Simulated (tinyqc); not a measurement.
Inside a calculation. Method: empirical pseudopotential in a few plane waves. One step of it, computed by the program tinyqc.

Question. Bloch Hamiltonian at k. Basis: the 15 shortest G (labels in 2 pi/a), the same at every k. H(G,G') = c |k + G|^2 delta + VS(|G-G'|^2) cos((G-G').tau) + i VA sin((G-G').tau), tau = a/8 (1,1,1); 1 Ry = 13.605693 eV.

Parameters chosen for this model: fcc lattice, atoms at +/- a/8 (1,1,1); form factors in rydberg at |G|^2 in units of (2 pi/a)^2:
```
parameter,value,unit
a,5.730000,angstrom
VS(3),-0.218000,Ry
VS(8),0.022000,Ry
VS(11),0.041000,Ry
VA(3),0.142000,Ry
VA(4),0.096000,Ry
VA(11),0.020000,Ry
hbar^2/2m (2 pi/a)^2,4.581138,eV
```

k point k (2 pi / a): 0.340000  0.040000  -0.150000

Give: H(k) at k.

Answer.

H(k) at k (eV):
```
,+0+0+0,-1-1-1,-1-1+1,-1+1-1,-1+1+1,+1-1-1,+1-1+1,+1+1-1,+1+1+1,-2+0+0,+0-2+0,+0+0-2,+0+0+2,+0+2+0,+2+0+0
+0+0+0,0.640,2.097+1.366i,-2.097+1.366i,-2.097+1.366i,-2.097-1.366i,-2.097+1.366i,-2.097-1.366i,-2.097-1.366i,2.097-1.366i,0.000+1.306i,0.000+1.306i,0.000+1.306i,0.000-1.306i,0.000-1.306i,0.000-1.306i
-1-1-1,2.097-1.366i,12.276,0.000-1.306i,0.000-1.306i,-0.299,0.000-1.306i,-0.299,-0.299,0.000,-2.097-1.366i,-2.097-1.366i,-2.097-1.366i,-0.394+0.192i,-0.394+0.192i,-0.394+0.192i
-1-1+1,-2.097-1.366i,0.000+1.306i,9.527,0.299,0.000-1.306i,0.299,0.000-1.306i,0.000,-0.299,-2.097+1.366i,-2.097+1.366i,0.394+0.192i,2.097-1.366i,-0.394-0.192i,-0.394-0.192i
-1+1-1,-2.097-1.366i,0.000+1.306i,0.299,13.009,0.000-1.306i,0.299,0.000,0.000-1.306i,-0.299,-2.097+1.366i,0.394+0.192i,-2.097+1.366i,-0.394-0.192i,2.097-1.366i,-0.394-0.192i
-1+1+1,-2.097+1.366i,-0.299,0.000+1.306i,0.000+1.306i,10.260,0.000,0.299,0.299,0.000-1.306i,2.097+1.366i,-0.394+0.192i,-0.394+0.192i,-2.097-1.366i,-2.097-1.366i,0.394-0.192i
+1-1-1,-2.097-1.366i,0.000+1.306i,0.299,0.299,0.000,18.506,0.000-1.306i,0.000-1.306i,-0.299,0.394+0.192i,-2.097+1.366i,-2.097+1.366i,-0.394-0.192i,-0.394-0.192i,2.097-1.366i
+1-1+1,-2.097+1.366i,-0.299,0.000+1.306i,0.000,0.299,0.000+1.306i,15.758,0.299,0.000-1.306i,-0.394+0.192i,2.097+1.366i,-0.394+0.192i,-2.097-1.366i,0.394-0.192i,-2.097-1.366i
+1+1-1,-2.097+1.366i,-0.299,0.000,0.000+1.306i,0.299,0.000+1.306i,0.299,19.239,0.000-1.306i,-0.394+0.192i,-0.394+0.192i,2.097+1.366i,0.394-0.192i,-2.097-1.366i,-2.097-1.366i
+1+1+1,2.097+1.366i,0.000,-0.299,-0.299,0.000+1.306i,-0.299,0.000+1.306i,0.000+1.306i,16.491,-0.394-0.192i,-0.394-0.192i,-0.394-0.192i,-2.097+1.366i,-2.097+1.366i,-2.097+1.366i
-2+0+0,0.000-1.306i,-2.097+1.366i,-2.097-1.366i,-2.097-1.366i,2.097-1.366i,0.394-0.192i,-0.394-0.192i,-0.394-0.192i,-0.394+0.192i,12.734,0.299,0.299,-0.299,-0.299,0.000
+0-2+0,0.000-1.306i,-2.097+1.366i,-2.097-1.366i,0.394-0.192i,-0.394-0.192i,-2.097-1.366i,2.097-1.366i,-0.394-0.192i,-0.394+0.192i,0.299,18.232,0.299,-0.299,0.000,-0.299
+0+0-2,0.000-1.306i,-2.097+1.366i,0.394-0.192i,-2.097-1.366i,-0.394-0.192i,-2.097-1.366i,-0.394-0.192i,2.097-1.366i,-0.394+0.192i,0.299,0.299,21.713,0.000,-0.299,-0.299
+0+0+2,0.000+1.306i,-0.394-0.192i,2.097+1.366i,-0.394+0.192i,-2.097+1.366i,-0.394+0.192i,-2.097+1.366i,0.394+0.192i,-2.097-1.366i,-0.299,-0.299,0.000,16.216,0.299,0.299
+0+2+0,0.000+1.306i,-0.394-0.192i,-0.394+0.192i,2.097+1.366i,-2.097+1.366i,-0.394+0.192i,0.394+0.192i,-2.097+1.366i,-2.097-1.366i,-0.299,0.000,-0.299,0.299,19.698,0.299
+2+0+0,0.000+1.306i,-0.394-0.192i,-0.394+0.192i,-0.394+0.192i,0.394+0.192i,2.097+1.366i,-2.097+1.366i,-2.097+1.366i,-2.097-1.366i,0.000,-0.299,-0.299,0.299,0.299,25.195
```
